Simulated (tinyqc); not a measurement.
# Input admittance of a MOSFET at zero drain bias: distributed channel and distributed gate: what changes with what

Source and drain grounded, strong inversion, w = 2 pi f, Cox = eps0 eox/tox. The channel is an RC line of resistance 1/(mu Cox Vo) per square fed from both ends, so one finger has the intrinsic admittance y = i w Cox L tanh(g)/g per width, g = (1/2) sqrt(i w tau), tau = L^2/(mu Vo). The vertical resistance rv/L is in series with y, the overlaps 2 i w Cov in parallel: y_t = 1/(1/y + rv/L) + 2 i w Cov. The gate strip is a line of Rsh/L per length loaded by y_t, so a finger has Y = y_t Wf tanh(k)/k, k = (Wf/sd) sqrt(y_t Rsh/L); the device has Nf Y.

Parameters, values chosen for the exercise; values of the order met in silicon radio-frequency transistors:
```
symbol,value,unit,meaning
eox,21.7,,relative permittivity of the gate insulator (close to hafnium oxide)
tox,5.4,nm,insulator thickness
L,0.22,um,channel length
Wf,1.2,um,finger width
Nf,32,,number of fingers
mu,110,cm^2/(V s),channel mobility
Vo,0.3,V,gate overdrive
Rsh,4.4,ohm/square,sheet resistance of the gate
rv,1.5,ohm um^2,vertical resistivity of the gate stack
sd,2,,number of ends at which a finger is contacted
Cov,0.21,fF/um,overlap and fringe capacitance on each side
f,34,GHz,frequency
```

Constants: eps0 = 8.8541878128e-14 F/cm where lengths are in cm. Results are converted to the units shown.

Each table varies one quantity; the others keep the values above.

## Input impedance against frequency

Low-frequency limits, with c = Cox L and ct = c + 2 Cov: R_strip = Rsh Wf/(3 sd^2 L Nf), R_ch = (c/ct)^2 L/(12 mu Cox Vo Wf Nf), R_vert = (c/ct)^2 rv/(L Wf Nf), C = ct Wf Nf. Z = 1/(Nf Y) = R + 1/(i w C), Q = |Im Z|/R, far-point signal |1/cosh k|.

The same in every row: low-frequency R (ohm) = 3.885.

Results:
```
f (GHz),w tau,|k|,R (ohm),C (fF),Q,signal at the far point
0.3,0.02765,0.01058,3.885,316.7,431.2,1.000
2,0.1843,0.02732,3.885,316.7,64.68,1.000
4,0.3686,0.03862,3.885,316.6,32.35,1.000
10,0.9215,0.06095,3.883,316.3,12.96,0.9999
20,1.843,0.08566,3.878,314.9,6.516,0.9994
60,5.529,0.1400,3.823,301.5,2.301,0.9961
100,9.215,0.1664,3.720,279.1,1.533,0.9925
300,27.65,0.2119,2.890,172.7,1.063,0.9849
```

Estimate the missing row, f = 0.8 GHz.

Computed row:
```
f (GHz),w tau,|k|,R (ohm),C (fF),Q,signal at the far point
0.8,0.07372,0.01728,3.885,316.7,161.7,1.000
```

With this row back in the table: R falls from 3.88 to 2.89 ohm and C falls from 317 to 173 fF. Q goes as f^(-1.00) between the first two rows and f^(-0.33) between the last two, where w tau = 27.6 and |k| = 0.212. The low-frequency limits hold both R and C within 5 % up to f = 60 GHz among the rows.

## Effect of the channel length

Same model as above.

Results:
```
L (um),w tau,|k|,R (ohm),low-frequency R (ohm),C (fF),Q,signal at the far point
0.03,0.058262,0.12952,1.4144,1.4145,57.113,57.946,0.99988
0.058,0.21777,0.12035,1.4420,1.4421,95.356,34.042,0.99980
0.11,0.78330,0.11525,2.0719,2.0727,166.21,13.593,0.99953
0.42,11.419,0.091512,7.0446,7.4647,497.93,1.3345,0.99750
0.8,41.431,0.062201,9.3469,14.424,491.86,1.0182,0.99865
1.6,165.72,0.043958,9.1422,29.173,481.32,1.0638,0.99934
3,582.62,0.032109,9.1301,55.031,481.28,1.0653,0.99965
```

Estimate the missing row, L = 0.22 um.

Computed row:
```
L (um),w tau,|k|,R (ohm),low-frequency R (ohm),C (fF),Q,signal at the far point
0.22,3.1332,0.11000,3.8648,3.8850,311.60,3.8870,0.99851
```

With this row back in the table: As L goes from 0.03 to 3, R goes from 1.41 through a maximum of 9.35 (at L = 0.8 among the rows listed) to 9.13 ohm, C goes from 57.1 through a maximum of 498 (at L = 0.42 among the rows listed) to 481 fF and Q goes from 57.9 through a minimum of 1.02 (at L = 0.8 among the rows listed) to 1.07.

tinyqc, about 0.01 s, one thread, Intel Xeon 2.30GHz (shared host): `OMP_NUM_THREADS=1 python tinyqc.py 2262173 2262174 out.jsonl`
